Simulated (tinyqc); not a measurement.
Inside a calculation. Method: plane-wave Kohn-Sham cycle with exchange-only LDA in a layered model solid. Computed by tinyqc, a small Python program that keeps every step. Settings: points = 16, plane-wave index or count = 2, electrons = 4, k points = 3, area = 13.0, mixing = 0.8, iteration cap = 58, Kerker q0 = 0.89. Command: `OMP_NUM_THREADS=1 python tinyqc.py 26962 26963 out.jsonl` (the two numbers bound the seeds that draw the settings). One thread of a shared host (Intel(R) Xeon(R) Processor @ 2.60GHz), about 0.01 s of CPU time with the checks. Later iterations appear only in the table of the cycle.

## Iteration 1: potential

A solid whose potential varies along x alone (atomic units):
```
parameter                      value
period a                   10.700000
cross-section of the cell  13.000000
electrons per cell                 4
grid points                       16
plane waves -n..n, n               2
k points                           3
V1 in V1 cos(2 pi x/a)     -0.140000
V2 in V2 cos(4 pi x/a)      0.130000
```

density at the start, on the grid x_j = j a/N (e/bohr^3): [0.02875629, 0.02875629, 0.02875629, 0.02875629, 0.02875629, 0.02875629, 0.02875629, 0.02875629, 0.02875629, 0.02875629, 0.02875629, 0.02875629, 0.02875629, 0.02875629, 0.02875629, 0.02875629]

V_H(G) = 4 pi rho(G)/G^2 for G != 0 (uniform background); v_x = -(3 rho/pi)^(1/3); V = V_ext + V_H + v_x; Fourier components f(G_m) = (1/N) sum_j f(x_j) exp(-i G_m x_j).

Potentials on the grid (hartree):
```
x              V_ext       V_H        v_x          V
0.000000   -0.010000  0.000000  -0.301695  -0.311695
0.668750   -0.037419  0.000000  -0.301695  -0.339114
1.337500   -0.098995  0.000000  -0.301695  -0.400690
2.006250   -0.145500  0.000000  -0.301695  -0.447195
2.675000   -0.130000  0.000000  -0.301695  -0.431695
3.343750   -0.038348  0.000000  -0.301695  -0.340043
4.012500    0.098995  0.000000  -0.301695  -0.202700
4.681250    0.221267  0.000000  -0.301695  -0.080428
5.350000    0.270000  0.000000  -0.301695  -0.031695
6.018750    0.221267  0.000000  -0.301695  -0.080428
6.687500    0.098995  0.000000  -0.301695  -0.202700
7.356250   -0.038348  0.000000  -0.301695  -0.340043
8.025000   -0.130000  0.000000  -0.301695  -0.431695
8.693750   -0.145500  0.000000  -0.301695  -0.447195
9.362500   -0.098995  0.000000  -0.301695  -0.400690
10.031250  -0.037419  0.000000  -0.301695  -0.339114
```

V(G_m), m = 0, 1, 2, ... (hartree): [-0.301695, -0.070000, 0.065000, 0.000000, 0.000000]

## Iteration 1: Hamiltonian at one k

k = 0.000000 2 pi / a

H(m,m') = (k + G_m)^2/2 delta + V(G_m - G_m'), with V(-G) = V(G).

H (hartree), order -2, -1, +0, +1, +2:
```
[[0.387945, -0.070000, 0.065000, 0.000000, 0.000000],
 [-0.070000, -0.129285, -0.070000, 0.065000, 0.000000],
 [0.065000, -0.070000, -0.301695, -0.070000, 0.065000],
 [0.000000, 0.065000, -0.070000, -0.129285, -0.070000],
 [0.000000, 0.000000, 0.065000, -0.070000, 0.387945]]
```

## Iteration 1: levels at that k

Diagonalise the Hermitian matrix.

eigenvalues (hartree): [-0.343144, -0.202583, -0.049345, 0.396242, 0.414453]

## Iteration 1: new density

Motion across x is left out: the lowest 2 band(s) hold two electrons at each of the k points (j + 1/2)/nk - 1/2. Residual R = rho(out) - rho(in); rho(new) = rho(in) + 0.8 R, with R(G) scaled by G^2/(G^2 + 0.89^2) (Kerker). rho(out) = 2/(a A nk) sum |psi|^2 with psi = sum c exp(i G x). Harris energy E = band energy - dV sum rho (V_H/2 + v_x) + (3/4) dV sum rho v_x with rho(in), dV = a A/N, band energy = (2/nk) sum of the filled levels.

rho(out) (e/bohr^3): [0.02533261, 0.03020373, 0.04027912, 0.04618288, 0.04211717, 0.03018322, 0.01717461, 0.00845534, 0.00557593, 0.00845534, 0.01717461, 0.03018322, 0.04211717, 0.04618288, 0.04027912, 0.03020373]

density after iteration 1 (e/bohr^3): [0.02312443, 0.02611658, 0.03244001, 0.03666533, 0.03555148, 0.03042798, 0.02503140, 0.02181526, 0.02088012, 0.02181526, 0.02503140, 0.03042798, 0.03555148, 0.03666533, 0.03244001, 0.02611658]

energy per cell = -0.82097003 hartree

## Iteration 2: potential

As before.

Potentials on the grid (hartree):
```
x              V_ext        V_H        v_x          V
0.000000   -0.010000   0.045895  -0.280552  -0.244657
0.668750   -0.037419   0.060248  -0.292166  -0.269337
1.337500   -0.098995   0.087804  -0.314063  -0.325255
2.006250   -0.145500   0.095699  -0.327147  -0.376947
2.675000   -0.130000   0.061769  -0.323800  -0.392031
3.343750   -0.038348  -0.008411  -0.307431  -0.354190
4.012500    0.098995  -0.087897  -0.288062  -0.276964
4.681250    0.221267  -0.147537  -0.275155  -0.201425
5.350000    0.270000  -0.169246  -0.271166  -0.170411
6.018750    0.221267  -0.147537  -0.275155  -0.201425
6.687500    0.098995  -0.087897  -0.288062  -0.276964
7.356250   -0.038348  -0.008411  -0.307431  -0.354190
8.025000   -0.130000   0.061769  -0.323800  -0.392031
8.693750   -0.145500   0.095699  -0.327147  -0.376947
9.362500   -0.098995   0.087804  -0.314063  -0.325255
10.031250  -0.037419   0.060248  -0.292166  -0.269337
```

V(G_m), m = 0, 1, 2, ... (hartree): [-0.300460, -0.017840, 0.046076, -0.000993, 0.000332]

## Iteration 2: Hamiltonian at one k

k = 0.000000 2 pi / a

As before.

H (hartree), order -2, -1, +0, +1, +2:
```
[[0.389179, -0.017840, 0.046076, -0.000993, 0.000332],
 [-0.017840, -0.128050, -0.017840, 0.046076, -0.000993],
 [0.046076, -0.017840, -0.300460, -0.017840, 0.046076],
 [-0.000993, 0.046076, -0.017840, -0.128050, -0.017840],
 [0.000332, -0.000993, 0.046076, -0.017840, 0.389179]]
```

## Iteration 2: levels at that k

As before.

eigenvalues (hartree): [-0.308972, -0.174630, -0.080495, 0.389351, 0.396543]

## Iteration 2: new density

As before.

rho(out) (e/bohr^3): [0.01969725, 0.02332584, 0.03184779, 0.03958080, 0.04118228, 0.03533141, 0.02541960, 0.01678711, 0.01345373, 0.01678711, 0.02541960, 0.03533141, 0.04118228, 0.03958080, 0.03184779, 0.02332584]

density after iteration 2 (e/bohr^3): [0.02140284, 0.02460473, 0.03187393, 0.03791984, 0.03843239, 0.03314679, 0.02545476, 0.01935381, 0.01712533, 0.01935381, 0.02545476, 0.03314679, 0.03843239, 0.03791984, 0.03187393, 0.02460473]

energy per cell = -0.74348943 hartree

## Convergence

Stop when sqrt(dV sum R^2) is below 1e-8, dV = a A/N.

Course of the cycle:
```
iteration  E (hartree)  norm of the residual
1          -0.82097003              1.58e-01
2          -0.74348943              4.78e-02
3          -0.73959347              1.42e-02
4          -0.73929343              4.28e-03
5          -0.73926965              1.36e-03
6          -0.73926771              4.49e-04
7          -0.73926755              1.54e-04
8          -0.73926753              5.43e-05
9          -0.73926753              1.95e-05
10         -0.73926753              7.05e-06
11         -0.73926753              2.57e-06
12         -0.73926753              9.39e-07
13         -0.73926753              3.44e-07
14         -0.73926753              1.26e-07
15         -0.73926753              4.62e-08
16         -0.73926753              1.70e-08
17         -0.73926753              6.22e-09
```

Converged in 17 iterations. Before convergence this energy mixes input and output and is not variational, so it may rise towards its limit.
